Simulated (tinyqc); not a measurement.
# From line density n back to equivalent oxide thickness t

Model: ballistic transport through the one-dimensional subbands of a rectangular nanowire or nanosheet channel. Computed by tinyqc, a small Python program. Command: `OMP_NUM_THREADS=1 python tinyqc.py 3026277 3026278 out.jsonl wire inv`. One thread of a shared host (Intel(R) Xeon(R) Processor @ 2.30GHz), about 0.09 s of CPU time with the checks.

Hard walls, parabolic subbands, transport along x. Energies are counted from the bulk conduction band edge at the top of the barrier, which the gate pulls down by U; the source Fermi level lies at the bulk edge when U = 0.

Inputs (values chosen for the exercise, modelled on silicon):
```
quantity,value,unit
light mass m_t,0.18,m_0
heavy mass m_l,0.933,m_0
height a,4.9,nm
width b,7.4,nm
gate voltage above flat band V_G,0.83,V
drain voltage V_D,0.77,V
temperature T,300,K
```

Valleys: silicon [100] wire.

Constants: hbar^2/(2 m_0) = 3.80998212 eV angstrom^2; k_B = 8.617333262e-05 eV/K; m_0 = 9.1093837015e-31 kg; k_B = 1.380649e-23 J/K; hbar = 1.054571817e-34 J s; eps_0 = 8.8541878128e-12 F/m; e = 1.602176634e-19 C; h = 6.62607015e-34 J s.

Method:
- E_pq = (hbar^2 pi^2/2)(p^2/(m_y b^2) + q^2/(m_z a^2)); valley pairs: (m_x, m_y, m_z) = (m_t, m_t, m_l), (m_t, m_l, m_t), (m_l, m_t, m_t), each with degeneracy g = 2; the 10 lowest subbands are kept.
- F_j(eta) = (1/Gamma(j + 1)) int_0^infinity x^j/(1 + exp(x - eta)) dx, F_0 = ln(1 + exp(eta)). Integrals over x = E/(k_B T) use 160 Gauss-Legendre points in u = sqrt(x) from 0 to sqrt(max(eta, 0) + 32).
- With degeneracy g = 2, eta_i = (U - E_i)/(k_B T) and u = e V_D/(k_B T): line density n = sum_i g sqrt(2 m_x k_B T/pi)/(2 hbar) [F_-1/2(eta_i) + F_-1/2(eta_i - u)]; gate: e n = C_ox (V_G - U/e), C_ox = 3.9 eps_0 2 (a + b)/t (flat-plate estimate); I = (2 e k_B T/h) sum_i g [F_0(eta_i) - F_0(eta_i - u)].

Task: A run gave the result below. Find the equivalent oxide thickness t, known to lie between 1.6 and 3.4 nm.

line density n = 1.77927 1/nm

Result:

Each step takes the trial c = (a f_b - b f_a)/(f_b - f_a), f being the result less the target and a, b, c the logarithms of the listed values; c replaces end b, the old b replaces a if the sign of f changed, and otherwise f_a is halved.

Scan of the range:
```
equivalent oxide thickness t (nm),line density n (1/nm)
1.60,2.21729
1.81,1.98430
2.06,1.76430
2.33,1.57623
2.64,1.40492
3.00,1.24804
3.40,1.11080
```

False position (Illinois rule, in the logarithm of the input) inside the bracket:
```
step,end a,end b,trial,line density n (1/nm)
1,1.81000,2.06000,2.04195,1.77852
2,1.81000,2.04195,2.04016,1.77994
3,2.04195,2.04016,2.04100,1.77927
4,2.04016,2.04100,2.04100,1.77927
```

Line density n falls at every point of a 13-point scan of the range (every second point is shown), so one value fits; it is bracketed by 1.81 and 2.06. Answer: equivalent oxide thickness t = 2.041 nm.

Caution: the tenth subband is still occupied, so the truncation to ten understates charge and current.
